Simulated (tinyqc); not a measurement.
On-chip interconnect, size-dependent resistivity and RC delay: one step of the calculation.

A rectangular line between two neighbours and two ground planes. Surface and grain-boundary scattering are added to the bulk resistivity as corrections; capacitances are parallel-plate values without fringing; inductance is ignored.

Question. Resistivity, resistance and capacitance per length. Metal width x = wd - 2 tl, height y = AR wd - tl; grain boundaries (Mayadas-Shatzkes): al = (lam/(gr x)) Rg/(1 - Rg), g = 1/[1 - 3 al/2 + 3 al^2 - 3 al^3 ln(1 + 1/al)] - 1; surfaces (Fuchs-Sondheimer, thick limit): s = (3/8) lam (1 - ps)(1/x + 1/y); rho = rho0 (1 + g + s); r = rho/(x y); c = eps0 ek (2 wd/hd + 2 Mf AR wd/sp).

Parameters, values chosen for the exercise; metal values close to those of copper:
- rho0 = 1.69 uohm cm (bulk resistivity)
- lam = 39.5 nm (bulk mean free path)
- ps = 0.4 (specular share of surface scattering)
- Rg = 0.33 (reflection coefficient of grain boundaries)
- gr = 2 (grain size over the metal width)
- wd = 19 nm (drawn line width)
- AR = 1.4 (aspect ratio, height over width)
- tl = 2.7 nm (liner on both walls and the bottom, not conducting)
- sp = 19 nm (space to the neighbouring lines)
- hd = 28 nm (dielectric height to the planes above and below)
- ek = 3 (relative permittivity of the dielectric)
- Mf = 2 (Miller factor of the neighbours)

Constants: eps0 = 8.8541878128e-12 F/m. Results are converted to the units shown.

Find: x; y; al; g; s; rho; r; c.

Answer.

x = 13.600 nm
y = 23.900 nm
al = 0.71527
g = 0.99321
s = 1.0254
rho = 5.1014 uohm cm
r = 156.95 ohm/um
c = 0.18480 fF/um

Range of the model: The metal width is under the mean free path, where the thick-limit surface term and the simple sum of corrections lose accuracy.

Numbers from tinyqc (`OMP_NUM_THREADS=1 python tinyqc.py 2100001 2100002 out.jsonl`; about 0.01 s on one thread of a shared Intel Xeon 2.30GHz).
